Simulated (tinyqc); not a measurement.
Hopping conduction between localised states: one step, computed by the program tinyqc.

Energies are counted from the Fermi level. A small network shows the mechanism; the laws of an infinite system follow.

Problem. Total conductivity. Mott: T_M = 21.2/(k_B g_0 xi^3), exponent (T_M/T)^(1/4), mean hop r = (3/8) xi times the exponent. Efros-Shklovskii: T_ES = 2.8 e^2/(4 pi eps eps_0 k_B xi), exponent (T_ES/T)^(1/2). Coulomb gap width g_0^(1/2) (e^2/(4 pi eps eps_0))^(3/2). The numerical coefficients come from percolation theory and are given. sigma = s_1 exp(-E_a/k_B T) + s_2 exp(-larger of the two exponents); reduced activation energy w = d ln(sigma)/d ln(T) by a central difference of +/- 1 %.

Inputs (values chosen for the exercise, for a model impurity band):

| quantity | value | unit |
|---|---|---|
| localisation length xi | 1.4 | nm |
| density of states g_0 | 1.5e+20 | 1/(eV cm^3) |
| permittivity eps | 5.9 | - |
| activation energy E_a to extended states | 0.12 | eV |
| prefactor of activated conduction | 18 | S/cm |
| prefactor of hopping | 0.3 | S/cm |
| temperature T | 200 | K |

Dimension: 3D.

Constants: k_B = 8.617333262e-05 eV/K; e^2/(4 pi eps_0) = 14.39964548 eV angstrom.

Give: activated part; hopping part; conductivity; reduced activation energy w.

Solution.

activated part = 0.01704 S/cm

hopping part = 1.845e-04 S/cm

conductivity = 0.01722 S/cm

reduced activation energy w = 6.908

Activation to extended states carries 99 %. For sigma = s exp(-(T_0/T)^p), w = p (T_0/T)^p, so the slope of ln w against ln T gives -p.
